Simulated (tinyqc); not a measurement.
Worked calculation: one-electron ion in a basis of Gaussians. Computed by tinyqc, a small Python program that keeps every step. Settings: Z = 2, l = 1. Command: `OMP_NUM_THREADS=1 python tinyqc.py 29593 29594 out.jsonl` (the two numbers bound the seeds that draw the settings). One thread of a shared host (Intel(R) Xeon(R) Processor @ 2.60GHz), about 0.01 s of CPU time with the checks.

## Matrices over normalised Gaussians

exponents of r^l exp(-a r^2) (1/bohr^2): 0.064160  0.241100  0.906100  3.405000

Z = 2

l = 1

With p = a_i + a_j and I(k) = Gamma((k+1)/2) / (2 p^((k+1)/2)): S = I(2l+2), T = (2l+3) a_i a_j S / p, V = -Z I(2l+1), each divided by sqrt(S_ii S_jj).

S, lower triangle:
```
,1,2,3,4
1,1.000000
2,0.599414,1.000000
3,0.174143,0.599368,1.000000
4,0.037691,0.174139,0.599406,1.000000
```

T (hartree), lower triangle:
```
,1,2,3,4
1,0.160400
2,0.151876,0.602750
3,0.052171,0.570687,2.265250
4,0.011868,0.196043,2.144848,8.512500
```

V (hartree), lower triangle:
```
,1,2,3,4
1,-0.538941
2,-0.498260,-1.044738
3,-0.258073,-0.965844,-2.025335
4,-0.105620,-0.500270,-1.872445,-3.926154
```

## Generalised eigenproblem

H = T + V (hartree), lower triangle:
```
,1,2,3,4
1,-0.378541
2,-0.346384,-0.441988
3,-0.205903,-0.395157,0.239915
4,-0.093752,-0.304227,0.272402,4.586346
```

Solve H C = S C e through S^(-1/2); each column has its largest component positive (the first on a tie).

eigenvalues of S: 0.171839  0.495577  1.191102  2.141483

eigenvalues (hartree): -0.498248  -0.170923  1.038109  7.379225

coefficients:
```
,1,2,3,4
1,0.395358,1.157793,0.460692,-0.152293
2,0.632398,-0.891473,-1.191651,0.474367
3,0.132589,-0.119851,1.303195,-1.053284
4,0.017985,-0.020739,-0.017140,1.315730
```

For Z = 2 and l = 1 the exact lowest level is -Z^2/(2 n^2) with n = l + 1: -0.500000 hartree.
